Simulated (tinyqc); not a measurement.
Inputs raised by 10 %, one at a time: leakage through a gate insulator: direct, Fowler-Nordheim, trap-assisted and Poole-Frenkel currents. Computed by tinyqc, a small Python program. Command: `OMP_NUM_THREADS=1 python tinyqc.py 3011274 3011275 out.jsonl oxideleak sens`. One thread of a shared host (Intel(R) Xeon(R) Processor @ 2.30GHz), about 0.02 s of CPU time with the checks.

Electrons enter from the cathode Fermi level at x = 0; the conduction band of the insulator lies phi_b - e F x above it, F = V/t. WKB exponents use a parabolic band with mass m.

Inputs (values chosen for the exercise, with an insulator like SiO2):
```
quantity                          value   unit
thickness t                         2.7     nm
barrier phi_b                      3.25     eV
tunnelling mass m                  0.43    m_0
static constant eps_ox             3.95      -
optical constant eps_opt           2.17      -
voltage across the insulator V      1.9      V
trap depth phi_t                      2     eV
trap density N_t                5.7e+17  cm^-3
attempt rate nu_0                 3e+13    1/s
activation of capture E_a          0.15     eV
temperature T                       400      K
```

Constants: hbar^2/(2 m_0) = 3.80998212 eV angstrom^2; e = 1.602176634e-19 C; hbar = 1.054571817e-34 J s; k_B = 8.617333262e-05 eV/K; eps_0 = 8.8541878128e-12 F/m.

Method:
- For a level a distance phi(x) below the band, the WKB exponent is 2 int kappa dx with kappa = sqrt(m phi/(hbar^2/2m_0)); for a linear barrier from phi_1 down to phi_2 = max(phi_1 - e F d, 0) it is G = (4/3) sqrt(m/(hbar^2/2m_0)) (phi_1^(3/2) - phi_2^(3/2))/(e F).
- J_tun = e^3 F^2/(16 pi^2 hbar m phi_b) x exp(-G) / [1 - sqrt(phi_2/phi_b)]^2 with the free-electron mass in the cathode (m in m_0), phi_2 = max(phi_b - e V, 0): direct tunnelling for e V < phi_b, Fowler-Nordheim above. Image forces, back-flow and the limit on supply are left out, so J_tun is overstated below about 0.5 V.
- Equivalent oxide thickness = 3.9 t/eps_ox.
- A trap at depth x lies phi_t below the band. Capture: tunnel at the cathode Fermi level from 0 to x (G_in from phi_1 = phi_b), rate nu_0 exp(-G_in - E_c/k_B T) with E_c = E_a + max(phi_b - phi_t - e F x, 0), the last term being the height of the trap above the cathode Fermi level. Emission: tunnel from the trap level to the anode (G_out from phi_1 = phi_t over t - x), rate nu_0 exp(-G_out - E_a/k_B T). Re-emission to the cathode follows from detailed balance, rate_back = rate_in exp(dE/k_B T) with dE = phi_b - phi_t - e F x. Each trap passes R = rate_in rate_out/(rate_in + rate_back + rate_out) electrons per second; filling from the anode is left out.
- J_TAT = e N_t int_0^t R dx by the midpoint rule on 400 intervals; the most effective depth is the midpoint with the largest R, rounded to 0.01 nm.
- Poole-Frenkel emission over the lowered barrier of a charged trap: lowering sqrt(e F/(pi eps_opt eps_0)); J_PF = e N_t^(2/3) nu_0 exp(-(phi_t - lowering)/k_B T), one sheet of traps emitting with supply unlimited (an upper bound).
- J = J_tun + J_TAT (the Poole-Frenkel bound is not added); the ratio J/J_tun is the excess that stress-made traps add.

Runs; columns: (1) input moved; (2) from; (3) to; (4) tunnelling current J_tun (A/cm^2); (5) trap-assisted current J_TAT (A/cm^2); (6) Poole-Frenkel bound J_PF (A/cm^2); (7) total current J (A/cm^2):
```
(1)                                 (2)       (3)         (4)         (5)         (6)         (7)
base run                              -         -  5.9565e-04  2.9581e-06  3.4655e-02  5.9860e-04
thickness t (nm)                    2.7      2.97  3.2073e-05  4.7103e-07  5.4753e-03  3.2544e-05
barrier phi_b (eV)                 3.25     3.575  1.0106e-04  9.5188e-09  3.4655e-02  1.0107e-04
tunnelling mass m (m_0)            0.43     0.473  1.4279e-04  1.1490e-06  3.4655e-02  1.4394e-04
trap depth phi_t (eV)                 2       2.2  5.9565e-04  4.5268e-05  1.0468e-04  6.4091e-04
trap density N_t (cm^-3)        5.7e+17  6.27e+17  5.9565e-04  3.2539e-06  3.6928e-02  5.9890e-04
activation of capture E_a (eV)     0.15     0.165  5.9565e-04  1.9143e-06  3.4655e-02  5.9756e-04
temperature T (K)                   400       440  5.9565e-04  4.8180e-06  1.8414e-01  6.0046e-04
```

Exponents ln(y'/y) / ln(x'/x):
```
input                      tunnelling current J_tun  trap-assisted current J_TAT  Poole-Frenkel bound J_PF  total current J
thickness t                                 -30.654                      -19.278                   -19.360          -30.553
barrier phi_b                               -18.613                      -60.214                     0.000          -18.664
tunnelling mass m                           -14.986                       -9.921                     0.000          -14.954
trap depth phi_t                              0.000                       28.623                   -60.878            0.717
trap density N_t                              0.000                        1.000                     0.667            0.005
activation of capture E_a                     0.000                       -4.566                     0.000           -0.018
temperature T                                 0.000                        5.118                    17.525            0.033
```

Which inputs matter most for each result?

Among the inputs moved here: tunnelling current J_tun answers most in size to thickness t (exponent -30.654), next to barrier phi_b (-18.613); its exponent is below 0.0005 for trap depth phi_t, trap density N_t, activation of capture E_a, temperature T. Its exponent 0.000 in temperature T: tunnelling from the Fermi level does not depend on T in this formula. Trap-assisted current J_TAT answers most in size to barrier phi_b (exponent -60.214), next to trap depth phi_t (+28.623). Its exponent +1.000 in trap density N_t: independent traps. Poole-Frenkel bound J_PF answers most in size to trap depth phi_t (exponent -60.878), next to thickness t (-19.360); its exponent is below 0.0005 for barrier phi_b, tunnelling mass m, activation of capture E_a. Its exponent +0.667 in trap density N_t: one sheet of traps, N_t^(2/3). Total current J answers most in size to thickness t (exponent -30.553), next to barrier phi_b (-18.664).

Caution (all rows): the film is too thin for the Poole-Frenkel picture (the lowering is a large part of the whole drop, or the traps are further apart than the film is thick), so J_PF is only nominal.
